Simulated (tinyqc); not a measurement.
# Off-state leakage of single and stacked transistors, step by step

Program tinyqc, `OMP_NUM_THREADS=1 python tinyqc.py 2242108 2242109 out.jsonl`; Intel Xeon 2.30GHz, shared host, one thread, about 0.03 s. Printed values are rounded.

n-channel devices of unit width. Subthreshold current I(Vg, Vs, Vd) = I0 (T/300 K)^0.5 exp[(Vg - Vs - VT(T) - gb (Vs - Vb) + dd (Vd - Vs))/(nf Vt)] (1 - exp(-(Vd - Vs)/Vt)), VT(T) = VT - cT (T - 300 K). Gate-edge tunnelling Ig (Vd/1 V) exp(ag (Vd - 1 V)), for a gate at 0 V, and band-to-band leakage Ab u exp(-Bb/u), u = Vd - Vb + 1 V, flow at a drain held at V; both are taken as independent of T. In a stack of off transistors (all gates at 0 V) the same subthreshold current passes through each.

Values chosen for this exercise; values of the order met in bulk silicon logic transistors: temperature T = 398 K; supply voltage V = 1 V; threshold at 300 K, zero drain and body bias VT = 0.42 V; fall of the threshold with temperature cT = 0.8 mV/K; current at threshold at 300 K I0 = 0.22 uA/um; slope factor nf = 1.51; drain-induced lowering per volt dd = 0.13; rise of the threshold per volt of source-body bias gb = 0.23; gate-edge tunnelling current at 1 V Ig = 0.0002 uA/um; exponential slope of the gate current ag = 3.4 1/V; prefactor of band-to-band leakage at the drain Ab = 40 uA/(um V); its exponential voltage Bb = 21 V; body voltage Vb = -0.6 V.

Constants: q = 1.602176634e-19 C, kB = 1.380649e-23 J/K, Vt = kB T/q. Results are converted to the units shown.

## Leakage of one transistor

Vg = Vs = 0, Vd = V; effective threshold VT(T) - gb Vb - dd V.

effective threshold = 0.3496 V
parts (nA/um): subthreshold 0.2965387, gate edge 0.2, band-to-band 32.30504
total = 32.80157 nA/um
shares (%): subthreshold 0.9040379, gate edge 0.6097268, band-to-band 98.48624

The band-to-band part is the largest.

## Starting value

Vx = dd V/(1 + gb + 2 dd), the solution for Vx well above Vt, rounded to three decimals.

Vx at the start = 0.087 V

## Iteration 1: new Vx

Stack of two, Vx the node between them: I_low = I(0, 0, Vx), I_up = I(0, Vx, V), f = ln(I_up/I_low), f' = -(1 + gb + 2 dd)/(nf Vt) - 1/(Vt (exp(Vx/Vt) - 1)) - 1/(Vt (exp((V - Vx)/Vt) - 1)), Vx(new) = Vx - f/f'.

I_low = 0.02760281 nA/um
I_up = 0.03018962 nA/um
f = 0.08958061
f' = -31.27634 1/V
Vx after iteration 1 = 0.08986417 V

## Iteration 2: new Vx

As before.

I_low = 0.02799339 nA/um
I_up = 0.02800221 nA/um
f = 3.150578e-4
f' = -31.05985 1/V
Vx after iteration 2 = 0.08987431 V

## Course of the iteration

Stop when the step is below 1e-11 V, or after 40 iterations.

Course of the iteration:
```
iteration  Vx before the step (V)  step (V)
1                           0.087   2.86e-3
2                      0.08986417   1.01e-5
3                      0.08987431  1.19e-10
4                      0.08987431   < 1e-15
```

Converged in 4 iterations. The subthreshold current of the stack is 0.02799 nA/um, 10.6 times less than that of one transistor (the drain leakage is unchanged); the estimate exp[dd V (1 + gb + dd)/((1 + gb + 2 dd) nf Vt)] gives 9.89.
